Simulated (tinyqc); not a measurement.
# Pinning of the barrier by interface states

Cowley-Sze model with the space charge neglected: phiB = S (phiM - chi) + (1 - S)(Eg - phi0), S = 1/(1 + q Dit dl/(eps0 ei)), dl in cm.

Inputs (values chosen for the exercise); band and dielectric values those of a made-up semiconductor: band gap Eg = 1.55 eV; electron affinity chi = 4.84 eV; thickness of the interfacial layer dl = 0.6 nm; relative permittivity of the interfacial layer ei = 3.9; neutral level above the valence band phi0 = 0.88 eV; metal work function phiM = 5.25 eV.

Constants: q = 1.602176634e-19 C, eps0 = 8.8541878128e-14 F/cm where lengths are in cm. Results are converted to the units shown.

Result of one run:
```
S        phiB (eV)  change of phiB for 0.5 eV more work function (eV)
0.03468     0.6610                                            0.01734
```

Which density of interface states Dit gave this result: 1e12, 1e13, 3e13, 1e14 or 1e15 cm^-2 eV^-1?

Dit = 1e15 cm^-2 eV^-1.

The whole series:
```
Dit (cm^-2 eV^-1)        S  phiB (eV)  change of phiB for 0.5 eV more work function (eV)
1e11                0.9972     0.4107                                             0.4986
3e11                0.9917     0.4122                                             0.4959
1e12                0.9729     0.4170                                             0.4865
3e12                0.9229     0.4300                                             0.4615
1e13                0.7822     0.4666                                             0.3911
3e13                0.5449     0.5283                                             0.2725
1e14                0.2643     0.6013                                             0.1321
3e14                0.1069     0.6422                                            0.05347
1e15               0.03468     0.6610                                            0.01734
```

S falls from 0.997 to 0.0347, passing 1/2 at Dit = eps0 ei/(q dl) = 3.59e13 cm^-2 eV^-1. The barrier rises from 0.411 to 0.661 eV, from near the Schottky-Mott value phiM - chi = 0.410 eV towards the pinned value Eg - phi0 = 0.670 eV.

Program tinyqc, `OMP_NUM_THREADS=1 python tinyqc.py 2020038 2020039 out.jsonl`; Intel Xeon 2.30GHz, shared host, one thread, about 0.07 s.
